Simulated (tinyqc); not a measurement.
# Worked calculation: signal and retention of a DRAM cell

Program tinyqc, `OMP_NUM_THREADS=1 python tinyqc.py 2130123 2130124 out.jsonl`; Intel Xeon 2.30GHz, shared host, one thread, about 0.01 s. Printed values are rounded.

A stored one starts at Vd and leaks: Cs dV/dt = -I(V), I = a sqrt((V + Vb)/(Vd + Vb)) + b, with a = Ig exp[-(Eg1 q/kB)(1/T - 1/T0)] (generation in a depletion layer) and b = Is exp[-(Es q/kB)(1/T - 1/T0)]. The bit line is precharged to Vd/2, and charge sharing gives the signal (V - Vd/2) Cs/(Cs + Cb).

Parameters, values chosen for the exercise: array voltage Vd = 1.1 V; cell capacitance Cs = 17 fF; bit-line capacitance Cb = 104 fF; smallest signal that the sense amplifier resolves dm = 38 mV; built-in plus back-bias voltage of the storage junction Vb = 1.47 V; junction leakage at V = Vd and T0 Ig = 1.9 fA; voltage-independent leakage at T0 Is = 0.11 fA; activation energy of Is Es = 0.32 eV; reference temperature T0 = 358 K; temperature T = 358 K; deviation of ln(retention time) over the cells sg = 0.55; cells Nc = 1.07e9; refresh interval tr = 32 ms; activation energy of Ig Eg1 = 0.55 eV.

Constants: q = 1.602176634e-19 C, kB = 1.380649e-23 J/K. Results are converted to the units shown.

Range of the model: Real arrays also hold a tail of unusually leaky cells and cells whose retention varies in time, which this model lacks.

## Signal and margin

The cell fails below Vc = Vd/2 + dm (Cs + Cb)/Cs.

transfer ratio = 0.140496
signal of a fresh one = 77.2727 mV
Vc = 0.820471 V
charge that may be lost = 4.752 fC
the same in electrons = 29659.7

## Retention time

With s = sqrt((Vc + Vb)/(Vd + Vb)), the time from Vd to Vc is t = [2 Cs (Vd + Vb)/a] [1 - s - (b/a) ln((a + b)/(a s + b))].

a = 1.9 fA
b = 0.11 fA
retention time = 2.42836 s
estimate with the current held at a + b = 2.36418 s

The constant-current estimate is 2.6 % below the true time, since the junction leaks less as V falls.

## Failing cells

This time is the median of a log-normal spread: failing cells = Nc erfc(z/sqrt 2)/2, z = ln(t/tr)/sg. One failure is expected at the interval where that count equals 1.

z = 7.87134
failing cells = 1.87718e-6
interval for one failure = 89.1337 ms

The weakest cell of the array lies about 6.01 deviations out, a factor of 27.2 below the median; the chosen interval is shorter than that time.
